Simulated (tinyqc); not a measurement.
Changing the temperature T: classical Heisenberg spin chain: exact results, Metropolis, heat-bath and over-relaxation steps, and a Monte Carlo run. Computed by tinyqc, a small Python program. Command: `OMP_NUM_THREADS=1 python tinyqc.py 3130120 3130121 out.jsonl heismc sweep`. One thread of a shared host (Intel(R) Xeon(R) Processor @ 2.30GHz), about 0.01 s of CPU time with the checks.

E = -J sum_i s_i . s_(i+1) for unit vectors s_i on an open chain; K = J/(k_B T).

Inputs (values chosen for the exercise, for a model chain of large moments): coupling J = -34 meV; moment mu = 5.5 mu_B.

Constants: k_B = 8.617333262e-05 eV/K; mu_B = 5.7883818060e-05 eV/T.

Method. Each bond angle is independent, so u = <s_i . s_(i+1)> = coth K - 1/K, <s_i . s_(i+n)> = u^n, correlation length xi = -1/ln|u|, energy per bond -J u, heat capacity per bond c/k_B = 1 - K^2/sinh^2 K, and for the long chain chi = mu^2 (1 + u)/(3 k_B T (1 - u)) per spin.

One run for each value:
```
temperature T (K)  chi (mu_B/T per spin)  xi (sites)  heat capacity (k_B/bond)         u
20.4                            0.008811      18.836                    1.0000  -0.94830
35.1                            0.008983      10.733                    1.0000  -0.91104
60.5                            0.009296       6.008                    0.9996  -0.84667
104.0                           0.009842       3.283                    0.9708  -0.73742
179.0                           0.010334       1.784                    0.7575  -0.57097
309.0                           0.009721       1.049                    0.4035  -0.38554
532.0                           0.007826       0.698                    0.1648  -0.23860
917.0                           0.005553       0.512                    0.0595  -0.14168
1580.0                          0.003630       0.402                    0.0205  -0.08290
2720.0                          0.002261       0.330                    0.0070  -0.04828
```

Describe and explain the trends.

Over the rows, chi (mu_B/T per spin) goes from 0.00881 through a maximum among these rows, 0.0103 at 179, to 0.00226; xi (sites) falls from 18.8 to 0.330 (exponent d ln y / d ln x -1.0 between the first rows and -0.36 between the last); heat capacity (k_B/bond) falls from 1.00 to 0.00698. At the low end the exponent of xi is -1.04, close to -1: xi grows as K. chi passes a maximum near k_B T/|J| = 0.45 among these rows and stays finite at low T, since antiparallel neighbours cancel.

Extremes, crossings and ranges named in words are read from the listed rows.
